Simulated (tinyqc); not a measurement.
Minimum-mode following (dimer method) and harmonic rate on a two-dimensional model surface: one step, computed by the program tinyqc. Command: `OMP_NUM_THREADS=1 python tinyqc.py 3028704 3028705 out.jsonl dimer walk`. One thread of a shared host (Intel(R) Xeon(R) Processor @ 2.30GHz), about 0.01 s of CPU time with the checks.

V(x, y) = h u^2 + t x + (kappa/2)(y + c u)^2 with u = x^2/w^2 - 1; the path runs from the minimum near (-w, 0) to that near (w, 0).

Problem. Stationary points. Newton steps x(new) = x - H^-1 grad V (moves limited to 0.3 angstrom) from (-w, 0), (w, 0) and (0, c) give the two minima and the saddle.

Inputs (values chosen for the exercise, for a model surface):
```
quantity                    value           unit
height h                      1.3             eV
half width w                  1.4       angstrom
transverse stiffness kappa    3.1  eV/angstrom^2
curvature c                  0.58       angstrom
tilt t                       0.29    eV/angstrom
```

Surface: curved double well.

Give: positions; energies; barrier from the start.

Solution.

positions (angstrom):
```
             x       y
start   -1.452  -0.044
end      1.342   0.047
saddle   0.110   0.576
```

energies (eV): start -0.414, end 0.398, saddle 1.316

barrier from the start = 1.730 eV
